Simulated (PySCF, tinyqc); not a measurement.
Worked calculation: RHF in the sto-6g basis, for H6, spin multiplicity 1. The lowest restricted solution is unstable here: a spin-polarised one lies 0.0814 hartree lower (PySCF). One step of it, computed by the program tinyqc.

Problem. Iteration 2: building the Fock matrix. J_ij = sum D_kl (ij|kl), K_ij = sum D_kl (ik|jl); F = H + J - 0.5 K; E = tr D H + tr D J / 2 - 0.25 tr D K + E_nn.

D after iteration 1, lower triangle:
```
           1H 1s      2H 1s      3H 1s      4H 1s     5H 1s     6H 1s
1H 1s   0.735309
2H 1s   0.771367   0.852300
3H 1s  -0.118073  -0.319415   0.910800
4H 1s  -0.043268  -0.226685   0.806081   0.880082
5H 1s  -0.015916   0.069054  -0.449814  -0.046959  1.021084
6H 1s   0.070901   0.129015  -0.300214  -0.031755  0.656821  0.431475
```

core Hamiltonian H = T + V (hartree), lower triangle:
```
           1H 1s      2H 1s      3H 1s      4H 1s      5H 1s      6H 1s
1H 1s  -1.461382
2H 1s  -0.733370  -1.853414
3H 1s  -0.154849  -1.003771  -1.959362
4H 1s  -0.016904  -0.164259  -0.829577  -1.959362
5H 1s  -0.001905  -0.023714  -0.164259  -1.003771  -1.853414
6H 1s  -0.000113  -0.001905  -0.016904  -0.154849  -0.733370  -1.461382
```

Two-electron integrals (ij|kl) in chemists' order, unique and non-zero (hartree):
```
(11|11) 0.774999   (21|11) 0.207390   (21|21) 0.077853   (22|11) 0.402840
(22|21) 0.207390   (22|22) 0.774999   (31|11) 0.028684   (31|21) 0.012018
(31|22) 0.037589   (31|31) 0.002161   (32|11) 0.131071   (32|21) 0.067432
(32|22) 0.268727   (32|31) 0.014728   (32|32) 0.123173   (33|11) 0.225057
(33|21) 0.111557   (33|22) 0.448817   (33|31) 0.028684   (33|32) 0.268727
(33|33) 0.774999   (41|11) 0.002268   (41|21) 0.000982   (41|22) 0.003212
(41|31) 0.000193   (41|32) 0.001421   (41|33) 0.003211   (41|41) 0.000019
(42|11) 0.015410   (42|21) 0.007512   (42|22) 0.028739   (42|31) 0.001730
(42|32) 0.014756   (42|33) 0.037659   (42|41) 0.000193   (42|42) 0.002169
(43|11) 0.064648   (43|21) 0.029992   (43|22) 0.111733   (43|31) 0.007510
(43|32) 0.067540   (43|33) 0.207728   (43|41) 0.000983   (43|42) 0.012056
(43|43) 0.078079   (44|11) 0.146829   (44|21) 0.064574   (44|22) 0.225152
(44|31) 0.015388   (44|32) 0.131140   (44|33) 0.403102   (44|41) 0.002268
(44|42) 0.028739   (44|43) 0.207728   (44|44) 0.774999   (51|11) 0.000193
(51|21) 0.000087   (51|22) 0.000296   (51|31) 0.000018   (51|32) 0.000139
(51|33) 0.000331   (51|41) 1.93e-06   (51|42) 0.000020   (51|43) 0.000111
(51|44) 0.000285   (51|51) 2.04e-07   (52|11) 0.001831   (52|21) 0.000862
(52|22) 0.003198   (52|31) 0.000199   (52|32) 0.001677   (52|33) 0.004401
(52|41) 0.000023   (52|42) 0.000269   (52|43) 0.001586   (52|44) 0.004401
(52|51) 2.64e-06   (52|52) 0.000037   (53|11) 0.010400   (53|21) 0.004652
(53|22) 0.016579   (53|31) 0.001118   (53|32) 0.009636   (53|33) 0.028739
(53|41) 0.000150   (53|42) 0.001824   (53|43) 0.012056   (53|44) 0.037659
(53|51) 0.000018   (53|52) 0.000269   (53|53) 0.002169   (54|11) 0.056781
(54|21) 0.024274   (54|22) 0.081704   (54|31) 0.005545   (54|32) 0.045248
(54|33) 0.131140   (54|41) 0.000783   (54|42) 0.009636   (54|43) 0.067540
(54|44) 0.268727   (54|51) 0.000105   (54|52) 0.001677   (54|53) 0.014756
(54|54) 0.123173   (55|11) 0.112663   (55|21) 0.047039   (55|22) 0.153784
(55|31) 0.010384   (55|32) 0.081704   (55|33) 0.225152   (55|41) 0.001394
(55|42) 0.016579   (55|43) 0.111733   (55|44) 0.448817   (55|51) 0.000193
(55|52) 0.003198   (55|53) 0.028739   (55|54) 0.268727   (55|55) 0.774999
(61|11) 0.000008   (61|21) 3.75e-06   (61|22) 0.000013   (61|31) 8.38e-07
(61|32) 0.000007   (61|33) 0.000018   (61|41) 9.81e-08   (61|42) 1.10e-06
(61|43) 0.000006   (61|44) 0.000018   (61|51) 1.10e-08   (61|52) 1.51e-07
(61|53) 1.10e-06   (61|54) 0.000007   (61|55) 0.000013   (62|11) 0.000119
(62|21) 0.000054   (62|22) 0.000193   (62|31) 0.000013   (62|32) 0.000105
(62|33) 0.000285   (62|41) 1.55e-06   (62|42) 0.000018   (62|43) 0.000111
(62|44) 0.000331   (62|51) 1.83e-07   (62|52) 2.64e-06   (62|53) 0.000020
(62|54) 0.000139   (62|55) 0.000296   (62|61) 1.10e-08   (62|62) 2.04e-07
(63|11) 0.000934   (63|21) 0.000405   (63|22) 0.001394   (63|31) 0.000094
(63|32) 0.000783   (63|33) 0.002268   (63|41) 0.000013   (63|42) 0.000150
(63|43) 0.000983   (63|44) 0.003211   (63|51) 1.55e-06   (63|52) 0.000023
(63|53) 0.000193   (63|54) 0.001421   (63|55) 0.003212   (63|61) 9.81e-08
(63|62) 1.93e-06   (63|63) 0.000019   (64|11) 0.007574   (64|21) 0.003167
(64|22) 0.010384   (64|31) 0.000702   (64|32) 0.005545   (64|33) 0.015388
(64|41) 0.000094   (64|42) 0.001118   (64|43) 0.007510   (64|44) 0.028684
(64|51) 0.000013   (64|52) 0.000199   (64|53) 0.001730   (64|54) 0.014728
(64|55) 0.037589   (64|61) 8.38e-07   (64|62) 0.000018   (64|63) 0.000193
(64|64) 0.002161   (65|11) 0.035872   (65|21) 0.014704   (65|22) 0.047039
(65|31) 0.003167   (65|32) 0.024274   (65|33) 0.064574   (65|41) 0.000405
(65|42) 0.004652   (65|43) 0.029992   (65|44) 0.111557   (65|51) 0.000054
(65|52) 0.000862   (65|53) 0.007512   (65|54) 0.067432   (65|55) 0.207390
(65|61) 3.75e-06   (65|62) 0.000087   (65|63) 0.000982   (65|64) 0.012018
(65|65) 0.077853   (66|11) 0.088893   (66|21) 0.035872   (66|22) 0.112663
(66|31) 0.007574   (66|32) 0.056781   (66|33) 0.146829   (66|41) 0.000934
(66|42) 0.010400   (66|43) 0.064648   (66|44) 0.225057   (66|51) 0.000119
(66|52) 0.001831   (66|53) 0.015410   (66|54) 0.131071   (66|55) 0.402840
(66|61) 0.000008   (66|62) 0.000193   (66|63) 0.002268   (66|64) 0.028684
(66|65) 0.207390   (66|66) 0.774999
```

nuclear repulsion = 3.89556391 hartree

Give: Coulomb J; exchange K; Fock matrix F; total energy of this density.

Solution.

Coulomb J (hartree), lower triangle:
```
        1H 1s   2H 1s   3H 1s   4H 1s   5H 1s   6H 1s
1H 1s  1.7590
2H 1s  0.6828  2.1137
3H 1s  0.1292  0.9359  2.2581
4H 1s  0.0135  0.1405  0.7998  2.3227
5H 1s  0.0014  0.0194  0.1428  0.9722  2.1871
6H 1s  0.0001  0.0015  0.0136  0.1298  0.6653  1.5990
```

exchange K (hartree), lower triangle:
```
         1H 1s    2H 1s    3H 1s   4H 1s   5H 1s   6H 1s
1H 1s   0.9434
2H 1s   0.6625   0.9732
3H 1s   0.1471   0.4263   1.0046
4H 1s   0.0030   0.1226   0.6536  1.1244
5H 1s  -0.0017   0.0087   0.1043  0.5814  1.1714
6H 1s   0.0074  -0.0027  -0.0276  0.1646  0.6137  0.6834
```

Fock matrix F (hartree), lower triangle:
```
         1H 1s    2H 1s    3H 1s    4H 1s    5H 1s    6H 1s
1H 1s  -0.1741
2H 1s  -0.3818  -0.2263
3H 1s  -0.0992  -0.2811  -0.2036
4H 1s  -0.0049  -0.0851  -0.3565  -0.1989
5H 1s   0.0004  -0.0087  -0.0736  -0.3223  -0.2520
6H 1s  -0.0037   0.0009   0.0105  -0.1073  -0.3749  -0.2041
```

total energy of this density = -2.830433 hartree
